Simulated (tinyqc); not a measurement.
## Four-point probe at the centre of a round wafer

Four collinear probes with spacing s at the centre of a thin disc of diameter d with an insulating edge: Rs = C V/I, C = pi/{ln 2 + ln[((d/s)^2 + 3)/((d/s)^2 - 3)]}; C tends to pi/ln 2 = 4.5324. x = d/s.

Parameters, values chosen for the exercise:
```
symbol   value        unit                     meaning
ns      7.8e13       cm^-2  sheet density of the layer
mu         160  cm^2/(V s)              drift mobility
I          500          uA                     current
```

Constants: q = 1.602176634e-19 C. Results are converted to the units shown.

Four-point probe at the centre of a round wafer:

| x | C | C over its limit | V for Rs = 1/(q ns mu) (mV) |
|---|---|---|---|
| 3.5 | 2.633 | 0.5810 | 94.97 |
| 4 | 2.929 | 0.6462 | 85.38 |
| 5 | 3.362 | 0.7419 | 74.37 |
| 7.5 | 3.927 | 0.8665 | 63.67 |
| 10 | 4.171 | 0.9203 | 59.95 |
| 15 | 4.364 | 0.9630 | 57.29 |
| 20 | 4.436 | 0.9788 | 56.37 |
| 40 | 4.508 | 0.9946 | 55.47 |
| 100 | 4.528 | 0.9991 | 55.22 |

C rises from 2.633 to 4.528. Using 4.5324 overstates Rs by 72.1 % in the first row and by under 1 % from d/s = 40 on among the rows.

Numbers from tinyqc (`OMP_NUM_THREADS=1 python tinyqc.py 2850171 2850172 out.jsonl`; about 0.05 s on one thread of a shared Intel Xeon 2.30GHz).
